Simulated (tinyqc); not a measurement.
Comparisons within one model: heavy doping: gap narrowing, degeneracy and the minority density. A value that a table varies takes the place of the one given here.

F_j(eta) = (1/Gamma(j + 1)) integral_0^infinity x^j dx/(1 + exp(x - eta)), which tends to exp(eta) for eta << 0.

Empirical narrowing (Slotboom form, constants chosen for the exercise; published fits of this form give the apparent narrowing, here it is taken as the true one): dEg = E0 [ln(N/N0) + sqrt(ln(N/N0)^2 + C)].

Majority: N = Nv F_1/2(eta), eta the distance of EF beyond the majority band edge in kT. Degeneracy factor gam = F_1/2(eta)/exp(eta). ni0^2 = Nc Nv exp(-Eg/kT); product n p = ni0^2 gam exp(dEg/kT), dEg the true narrowing; apparent narrowing dEa = dEg + kT ln gam; minority density = n p/N.

Bipolar transistor with N as emitter doping: beta = K (N/NB) exp((dEa_B + dG - dEa_E)/kT), dEa_E = dEg(N) + kT ln gam, dEa_B = dEg(NB). For the sweep in T, Nv is scaled as (T/T0)^(3/2) from its value at T0 = T.

Constants: kB = 8.617333262e-05 eV/K.

Inputs chosen for the exercise (gap and densities of states near those of Si at this temperature; narrowing constants near the fits for Si; the results hold for these values, not for the real material):

| symbol | value | unit | meaning |
|---|---|---|---|
| Eg | 1.125 | eV | gap |
| Nc | 2.76e+19 | 1/cm^3 | conduction-band density of states |
| Nv | 1.14e+19 | 1/cm^3 | valence-band density of states |
| T | 300 | K |  |
| E0 | 6.44 | meV | narrowing scale |
| N0 | 9.6e+16 | 1/cm^3 | onset density |
| C | 0.5 |  | smoothing constant |
| N | 6.2e+18 | 1/cm^3 | ionised acceptors, equal to the majority density |
| NB | 7e+16 | 1/cm^3 | base doping |
| K | 4.3 |  | ratio (D_B W_E)/(D_E W_B) |
| dG | 50 | meV | extra narrowing of the base by alloying |

## Narrowing against degeneracy

N takes the values listed; the last column is N over the factor gam exp(dEg/kT), the doping that a simple model would need to give the same minority density.

Results:

| N (1/cm^3) | eta | gam | dEg (meV) | dEa (meV) | minority (1/cm^3) | effective doping (1/cm^3) |
|---|---|---|---|---|---|---|
| 3.0e+16 | -5.94 | 0.999 | 1.3 | 1.3 | 1.39e+03 | 2.86e+16 |
| 1.0e+17 | -4.73 | 0.997 | 4.8 | 4.7 | 477 | 8.32e+16 |
| 3.0e+17 | -3.63 | 0.991 | 16.0 | 15.7 | 243 | 1.63e+17 |
| 1.0e+18 | -2.40 | 0.969 | 30.9 | 30.1 | 127 | 3.13e+17 |
| 3.0e+18 | -1.24 | 0.911 | 44.8 | 42.4 | 68.2 | 5.82e+17 |
| 1.0e+19 | 0.18 | 0.736 | 60.2 | 52.3 | 30.0 | 1.32e+18 |
| 3.0e+19 | 1.87 | 0.407 | 74.3 | 51.0 | 9.53 | 4.17e+18 |
| 9.0e+19 | 4.61 | 0.0788 | 88.4 | 22.7 | 1.06 | 3.74e+19 |
| 2.0e+20 | 8.06 | 0.00555 | 98.6 | -35.7 | 0.0500 | 7.94e+20 |

dEg grows steadily to 98.6 meV, while the apparent value peaks at 52.3 meV for N = 1e+19 and falls to -35.7 meV as the Fermi level enters the band (a negative value is not met in measurements: parabolic bands with a fixed mass overstate the filling). N grows by a factor 33 from the third to the sixth row and the effective doping by 8.1: net of degeneracy, narrowing takes away 76 % of the factor gained by heavier doping.

## Current gain against temperature

Gain:

| T (K) | beta | beta with dG = 0 | without narrowing |
|---|---|---|---|
| 150 | 595 | 12.4 | 381 |
| 200 | 506 | 27.8 | 381 |
| 250 | 465 | 45.6 | 381 |
| 300 | 442 | 63.8 | 381 |
| 350 | 427 | 81.4 | 381 |
| 400 | 418 | 97.9 | 381 |
| 450 | 411 | 113 | 381 |

dEa_B + dG - dEa_E at T0 = 3.8 meV

beta is 595 at 150 K and 411 at 450 K, since the net exponent is positive: the gap is narrower in the base. At 300 K narrowing and degeneracy change the gain by a factor 0.168 and alloying the base by 6.92.

## What moves the minority density and the gain

All results formed anew. Each row changes one parameter from the base and keeps the others.

Results:

| case | dEg (meV) | dEa (meV) | minority (1/cm^3) | beta |
|---|---|---|---|---|
| base | 54.07 | 49.13 | 42.8 | 442 |
| N = 1.24e+19 1/cm^3 | 62.94 | 53.15 | 25.0 | 756 |
| E0 = 7.728 meV | 64.88 | 59.95 | 65.1 | 297 |
| N0 = 1.92e+17 1/cm^3 | 45.21 | 40.28 | 30.4 | 586 |
| Eg = 1.145 eV | 54.07 | 49.13 | 19.8 | 442 |
| Nv = 1.48e+19 1/cm^3 | 54.07 | 50.26 | 58.1 | 423 |
| NB = 1.4e+17 1/cm^3 | 54.07 | 49.13 | 42.8 | 264 |

The largest shifts from the base row, up to three for each result and ties (the steps differ in size, so this ranks the rows, not the parameters). dEg (meV): E0 +10.81, N +8.87, N0 -8.85; unchanged at the printed digits by Eg, Nv and NB. dEa (meV): E0 +10.81, N0 -8.85, N +4.01; unchanged at the printed digits by Eg and NB. minority (1/cm^3): Eg -23.1, E0 +22.2, N -17.8; unchanged at the printed digits by NB. beta: N +315, NB -177, N0 +145; unchanged at the printed digits by Eg.

tinyqc: `OMP_NUM_THREADS=1 python tinyqc.py 1680209 1680210 out.jsonl`; about 0.01 s, one thread, shared Intel(R) Xeon(R) Processor @ 2.30GHz.
